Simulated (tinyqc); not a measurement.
Worked calculation: plane-wave Kohn-Sham cycle with exchange-only LDA in a layered model solid. Computed by tinyqc, a small Python program that keeps every step. Settings: points = 16, plane-wave index or count = 3, electrons = 2, k points = 4, area = 12.0, mixing = 1.0, iteration cap = 53. Command: `OMP_NUM_THREADS=1 python tinyqc.py 23941 23942 out.jsonl` (the two numbers bound the seeds that draw the settings). One thread of a shared host (Intel(R) Xeon(R) Processor @ 2.60GHz), about 0.04 s of CPU time with the checks. Later iterations appear only in the table of the cycle.

## Iteration 1: potential

A solid whose potential varies along x alone (atomic units):

| parameter | value |
|---|---|
| period a | 10.700000 |
| cross-section of the cell | 12.000000 |
| electrons per cell | 2 |
| grid points | 16 |
| plane waves -n..n, n | 3 |
| k points | 4 |
| V1 in V1 cos(2 pi x/a) | -0.530000 |
| V2 in V2 cos(4 pi x/a) | 0.080000 |

density at the start, on the grid x_j = j a/N (e/bohr^3): 0.0155763  0.0155763  0.0155763  0.0155763  0.0155763  0.0155763  0.0155763  0.0155763  0.0155763  0.0155763  0.0155763  0.0155763  0.0155763  0.0155763  0.0155763  0.0155763

V_H(G) = 4 pi rho(G)/G^2 for G != 0 (uniform background); v_x = -(3 rho/pi)^(1/3); V = V_ext + V_H + v_x; Fourier components f(G_m) = (1/N) sum_j f(x_j) exp(-i G_m x_j).

Potentials on the grid (hartree):

| x | V_ext | V_H | v_x | V |
|---|---|---|---|---|
| 0.00000 | -0.45000 | 0.00000 | -0.24593 | -0.69593 |
| 0.66875 | -0.43309 | 0.00000 | -0.24593 | -0.67902 |
| 1.33750 | -0.37477 | 0.00000 | -0.24593 | -0.62070 |
| 2.00625 | -0.25939 | 0.00000 | -0.24593 | -0.50532 |
| 2.67500 | -0.08000 | 0.00000 | -0.24593 | -0.32593 |
| 3.34375 | 0.14625 | 0.00000 | -0.24593 | -0.09968 |
| 4.01250 | 0.37477 | 0.00000 | -0.24593 | 0.12884 |
| 4.68125 | 0.54622 | 0.00000 | -0.24593 | 0.30029 |
| 5.35000 | 0.61000 | 0.00000 | -0.24593 | 0.36407 |
| 6.01875 | 0.54622 | 0.00000 | -0.24593 | 0.30029 |
| 6.68750 | 0.37477 | 0.00000 | -0.24593 | 0.12884 |
| 7.35625 | 0.14625 | 0.00000 | -0.24593 | -0.09968 |
| 8.02500 | -0.08000 | 0.00000 | -0.24593 | -0.32593 |
| 8.69375 | -0.25939 | 0.00000 | -0.24593 | -0.50532 |
| 9.36250 | -0.37477 | 0.00000 | -0.24593 | -0.62070 |
| 10.03125 | -0.43309 | 0.00000 | -0.24593 | -0.67902 |

V(G_m), m = 0, 1, 2, ... (hartree): -0.24593  -0.26500  0.04000  0.00000  0.00000  0.00000  0.00000

## Iteration 1: Hamiltonian at one k

k = 0.12500 2 pi / a

H(m,m') = (k + G_m)^2/2 delta + V(G_m - G_m'), with V(-G) = V(G).

H (hartree), lower triangle:
```
          -3        -2        -1        +0        +1        +2       +3
-3   1.17915
-2  -0.26500   0.36020
-1   0.04000  -0.26500  -0.11393
+0   0.00000   0.04000  -0.26500  -0.24324
+1   0.00000   0.00000   0.04000  -0.26500  -0.02772
+2   0.00000   0.00000   0.00000   0.04000  -0.26500   0.53261
+3   0.00000   0.00000   0.00000   0.00000   0.04000  -0.26500  1.43776
```

## Iteration 1: levels at that k

Diagonalise the Hermitian matrix.

eigenvalues (hartree): -0.54367  -0.22277  0.08138  0.42759  0.59618  1.26807  1.51805

## Iteration 1: new density

Motion across x is left out: the lowest 1 band(s) hold two electrons at each of the k points (j + 1/2)/nk - 1/2. Residual R = rho(out) - rho(in); rho(new) = rho(in) + 1 R. rho(out) = 2/(a A nk) sum |psi|^2 with psi = sum c exp(i G x). Harris energy E = band energy - dV sum rho (V_H/2 + v_x) + (3/4) dV sum rho v_x with rho(in), dV = a A/N, band energy = (2/nk) sum of the filled levels.

rho(out) (e/bohr^3): 0.0528563  0.0459866  0.0301867  0.0148173  0.0053811  0.0014457  0.0002994  0.0000557  0.0000198  0.0000557  0.0002994  0.0014457  0.0053811  0.0148173  0.0301867  0.0459866

density after iteration 1 (e/bohr^3): 0.0528563  0.0459866  0.0301867  0.0148173  0.0053811  0.0014457  0.0002994  0.0000557  0.0000198  0.0000557  0.0002994  0.0014457  0.0053811  0.0148173  0.0301867  0.0459866

energy per cell = -0.9641763 hartree

## Iteration 2: potential

As before.

Potentials on the grid (hartree):

| x | V_ext | V_H | v_x | V |
|---|---|---|---|---|
| 0.00000 | -0.45000 | 0.97381 | -0.36956 | 0.15425 |
| 0.66875 | -0.43309 | 0.87241 | -0.35280 | 0.08651 |
| 1.33750 | -0.37477 | 0.60439 | -0.30662 | -0.07699 |
| 2.00625 | -0.25939 | 0.25395 | -0.24187 | -0.24731 |
| 2.67500 | -0.08000 | -0.09516 | -0.17256 | -0.34773 |
| 3.34375 | 0.14625 | -0.38961 | -0.11135 | -0.35470 |
| 4.01250 | 0.37477 | -0.60591 | -0.06588 | -0.29702 |
| 4.68125 | 0.54622 | -0.73675 | -0.03761 | -0.22814 |
| 5.35000 | 0.61000 | -0.78045 | -0.02663 | -0.19708 |
| 6.01875 | 0.54622 | -0.73675 | -0.03761 | -0.22814 |
| 6.68750 | 0.37477 | -0.60591 | -0.06588 | -0.29702 |
| 7.35625 | 0.14625 | -0.38961 | -0.11135 | -0.35470 |
| 8.02500 | -0.08000 | -0.09516 | -0.17256 | -0.34773 |
| 8.69375 | -0.25939 | 0.25395 | -0.24187 | -0.24731 |
| 9.36250 | -0.37477 | 0.60439 | -0.30662 | -0.07699 |
| 10.03125 | -0.43309 | 0.87241 | -0.35280 | 0.08651 |

V(G_m), m = 0, 1, 2, ... (hartree): -0.18585  0.08288  0.08148  0.00516  0.00061  -0.00014  0.00010

## Iteration 2: Hamiltonian at one k

k = 0.12500 2 pi / a

As before.

H (hartree), lower triangle:
```
          -3        -2        -1        +0       +1       +2       +3
-3   1.23923
-2   0.08288   0.42028
-1   0.08148   0.08288  -0.05385
+0   0.00516   0.08148   0.08288  -0.18316
+1   0.00061   0.00516   0.08148   0.08288  0.03236
+2  -0.00014   0.00061   0.00516   0.08148  0.08288  0.59269
+3   0.00010  -0.00014   0.00061   0.00516  0.08148  0.08288  1.49784
```

## Iteration 2: levels at that k

As before.

eigenvalues (hartree): -0.23910  -0.11339  0.08801  0.43725  0.60771  1.25398  1.51093

## Iteration 2: new density

As before.

rho(out) (e/bohr^3): 0.0010062  0.0017134  0.0044808  0.0103270  0.0182880  0.0246842  0.0266897  0.0255807  0.0246874  0.0255807  0.0266897  0.0246842  0.0182880  0.0103270  0.0044808  0.0017134

density after iteration 2 (e/bohr^3): 0.0010062  0.0017134  0.0044808  0.0103270  0.0182880  0.0246842  0.0266897  0.0255807  0.0246874  0.0255807  0.0266897  0.0246842  0.0182880  0.0103270  0.0044808  0.0017134

energy per cell = -1.0059288 hartree

## Convergence

Stop when sqrt(dV sum R^2) is below 1e-8, dV = a A/N.

Course of the cycle:

| iteration | E (hartree) | norm of the residual |
|---|---|---|
| 1 | -0.9641763 | 2.09e-01 |
| 2 | -1.0059288 | 3.19e-01 |
| 3 | -1.7827860 | 3.47e-01 |
| 4 | -1.1575057 | 3.55e-01 |
| 5 | -1.8989982 | 3.57e-01 |
| 6 | -1.1635908 | 3.57e-01 |
| 7 | -1.9033062 | 3.57e-01 |
| 8 | -1.1637875 | 3.57e-01 |
| 9 | -1.9034455 | 3.57e-01 |
| 10 | -1.1637938 | 3.57e-01 |
| 11 | -1.9034500 | 3.57e-01 |
| ... | ... | ... |
| 43 | -2.2765850 | 4.22e-01 |
| 44 | -1.9206678 | 4.26e-01 |
| 45 | -2.1778327 | 4.28e-01 |
| 46 | -2.0302798 | 4.28e-01 |
| 47 | -2.1257812 | 4.28e-01 |
| 48 | -2.0686627 | 4.28e-01 |
| 49 | -2.1043568 | 4.29e-01 |
| 50 | -2.0826819 | 4.28e-01 |
| 51 | -2.0960684 | 4.29e-01 |
| 52 | -2.0878894 | 4.29e-01 |
| 53 | -2.0929192 | 4.29e-01 |

Not converged within 53 iterations: the residual has stopped falling. Reruns (cap 100 unless said): mixing 0.1: not converged; mixing 0.5, Kerker q0 1.0: converged in 62 (E = -0.59539); mixing 0.3, Pulay depth 5: converged in 11 (E = -0.59539); the original settings with a cap of 400: not converged.
